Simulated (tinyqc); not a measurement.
Tunnelling through a two-layer gate stack, WKB transmission and Tsu-Esaki current: two steps of the calculation.

Electrons leave the emitter at x = 0. Energies E (motion across the layers) are in eV from the emitter Fermi level; the collector Fermi level lies at -V and offers states at every E. No charge in the dielectric and no image force: F1 = V/(t1 + t2 eps1/eps2), F2 = F1 eps1/eps2; U = phi1 - F1 x in layer 1 and phi2 - F1 t1 - F2 (x - t1) in layer 2. With C = hbar^2/(2 m0), kappa = sqrt(m (U - E)/C) where U > E and 0 elsewhere; T(E) = exp(-S), S = 2 times the integral of kappa over x.

Values chosen for this exercise; layer 1 close to aluminium oxide, layer 2 close to zirconium oxide:
```
symbol  value  unit                                                        meaning
T         350     K                                                    temperature
Ef       0.13    eV              Fermi energy of the emitter above its band bottom
me          1    m0                            emitter mass in the supply function
phi1     2.71    eV  barrier of layer 1 above the emitter Fermi level at zero bias
m1       0.39    m0                                     tunnelling mass of layer 1
t1        0.9    nm                                           thickness of layer 1
eps1     8.66                                     relative permittivity of layer 1
phi2      1.4    eV                                barrier of layer 2 at zero bias
m2       0.24    m0                                     tunnelling mass of layer 2
t2        2.1    nm                                           thickness of layer 2
eps2     24.3                                     relative permittivity of layer 2
V         0.3     V                                  voltage across the dielectric
Ea      -0.13    eV                                   lower end of the energy grid
Eb       0.34    eV                                   upper end of the energy grid
nE         15                                            points of the energy grid
```

Constants: q = 1.602176634e-19 C, kB = 1.380649e-23 J/K, hbar = 1.054571817e-34 J s, m0 = 9.1093837015e-31 kg, Vt = kB T/q, hbar^2/(2 m0) = 0.0380998212 eV nm^2. Results are converted to the units shown.

Question 1. Fields and band edges. F1 = V/(t1 + t2 eps1/eps2), F2 = F1 eps1/eps2; U = phi1 - F1 x in layer 1 and phi2 - F1 t1 - F2 (x - t1) in layer 2. EOT = 3.9 (t1/eps1 + t2/eps2).

Give: F1; F2; U at the end of layer 1; U at the start of layer 2; U at the end of layer 2; EOT.

Answer 1.

F1 = 1.8200 MV/cm
F2 = 0.64859 MV/cm
U at the end of layer 1 = 2.5462 eV
U at the start of layer 2 = 1.2362 eV
U at the end of layer 2 = 1.1000 eV
EOT = 0.74235 nm

Question 2. Current density on a coarse energy grid. Each layer adds (2/F) sqrt(m/C) [G(u at its left edge) - G(u at its right edge)] to S, with u = U - E (0 where negative) and G(u) = (2/3) u^1.5. The slope follows from 1/d = -dS/dE.

J = J0 times the integral of T(E) N(E) dE, N = ln[(1 + exp(-E/Vt))/(1 + exp((-E - V)/Vt))], J0 = q^2 me m0 kB T/(2 pi^2 hbar^3) (times 1e-4 for A/cm^2 per eV), by Simpson's rule on nE equally spaced points from Ea to Eb.

Find: E; T(E); N; T(E) N; J0; J.

Answer 2.

```
point   E (eV)       T(E)         N     T(E) N
0      -0.1300  4.277e-10     4.320   1.848e-9
1      -0.0964  5.302e-10     3.236   1.716e-9
2      -0.0629  6.588e-10     2.201   1.450e-9
3      -0.0293  8.207e-10     1.292   1.060e-9
4       0.0043   1.025e-9    0.6246  6.403e-10
5       0.0379   1.284e-9    0.2508  3.220e-10
6       0.0714   1.613e-9   0.08951  1.444e-10
7       0.1050   2.032e-9   0.03030  6.157e-11
8       0.1386   2.568e-9   0.01006  2.583e-11
9       0.1721   3.256e-9  0.003315  1.080e-11
10      0.2057   4.143e-9  0.001090  4.518e-12
11      0.2393   5.290e-9  3.584e-4  1.896e-12
12      0.2729   6.781e-9  1.178e-4  7.985e-13
13      0.3064   8.725e-9  3.869e-5  3.376e-13
14      0.3400   1.128e-8  1.271e-5  1.433e-13
```

J0 = 4.881e8 A/(cm^2 eV)
J = 0.1042 A/cm^2

The integrand peaks at E = -0.130 eV among these points.

Numbers from tinyqc (`OMP_NUM_THREADS=1 python tinyqc.py 2540155 2540156 out.jsonl`; about 0.03 s on one thread of a shared Intel Xeon 2.30GHz).
